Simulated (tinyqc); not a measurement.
A six-terminal Hall bar with edge channels and a constriction, Landauer-Buettiker equations: one step of the calculation.

Contacts 1 (source) and 4 (drain) end the bar; 2 and 3 lie on the upper edge, 6 and 5 on the lower edge, with a constriction between 2 and 3 (and between 6 and 5). Carriers run 1 to 2 to 3 to 4 to 5 to 6 to 1 in M channels. The constriction passes Tc from 2 to 3 and from 5 to 6, and turns M - Tc from 2 to 6 and from 5 to 3. Signs are those of positive carriers; V4 = 0.

Task. Voltages. I_i = (q^2/h) [M V_i - sum_j T_ij V_j], with I_1 = I, V_4 = 0 and no current at 2, 3, 5, 6.

Parameters, values chosen for the exercise:

| symbol | value | unit | meaning |
|---|---|---|---|
| M | 4 |  | edge channels, spin counted singly |
| I | 50 | nA | current from contact 1 to contact 4 |

Constants: q = 1.602176634e-19 C, h = 6.62607015e-34 J s. Results are converted to the units shown.

T_ij:

|  | 1 | 2 | 3 | 4 | 5 | 6 |
|---|---|---|---|---|---|---|
| 1 | 0 | 0 | 0 | 0 | 0 | 4 |
| 2 | 4 | 0 | 0 | 0 | 0 | 0 |
| 3 | 0 | 4 | 0 | 0 | 0 | 0 |
| 4 | 0 | 0 | 4 | 0 | 0 | 0 |
| 5 | 0 | 0 | 0 | 4 | 0 | 0 |
| 6 | 0 | 0 | 0 | 0 | 4 | 0 |

Find: V.

Result.

| contact | V (uV) |
|---|---|
| 1 | 322.66 |
| 2 | 322.66 |
| 3 | 322.66 |
| 4 | 0.00 |
| 5 | 0.00 |
| 6 | 0.00 |

Program tinyqc, `OMP_NUM_THREADS=1 python tinyqc.py 2700127 2700128 out.jsonl`; Intel Xeon 2.30GHz, shared host, one thread, about 0.01 s.
